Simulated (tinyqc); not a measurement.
Mobility of a non-polar semiconductor in the relaxation-time approximation: one step, computed by the program tinyqc.

Each valley is treated as a sphere of mass m_d for states and rates, with one isotropic relaxation time; the conductivity mass m_c sets the current.

Task: Fermi level and screening. Parabolic band: E = hbar^2 k^2/(2 m), speed v = hbar k/m, states per spin, volume and energy g(E) = m k/(2 pi^2 hbar^2). Here m = m_d. Masses are multiplied by m_0 and all formulas are in SI units. The reduced Fermi level eta = E_F/(k_B T) solves n = 2 Z int g f dE with f = 1/(1 + exp(x - eta)) (Z = 1 unless valleys are given); screening length L_s = sqrt(eps_s eps_0 k_B T/(e^2 dn/deta)), dn/deta = 2 Z int g f (1 - f) dE. Integrals over x = E/(k_B T) use 160 Gauss-Legendre points in u = sqrt(x) from 0 to sqrt(max(eta, 0) + 32).

Inputs (values chosen for the exercise, modelled on holes in germanium):
```
quantity                     value    unit
equivalent valleys Z             1       -
static permittivity eps_s       16       -
carrier density n          7.6e+17  1/cm^3
temperature T                  100       K
```

Band: parabolic. Impurity formula: Brooks-Herring. Further scattering: neutral impurities.

density-of-states mass m_d = 0.299 m_0

Constants: k_B = 8.617333262e-05 eV/K; m_0 = 9.1093837015e-31 kg; e = 1.602176634e-19 C; hbar = 1.054571817e-34 J s; eps_0 = 8.8541878128e-12 F/m; k_B = 1.380649e-23 J/K.

Give: reduced Fermi level eta; screening length L_s.

Result:

reduced Fermi level eta = 0.2977

screening length L_s = 3.654 nm

The gas is between the classical and degenerate limits.
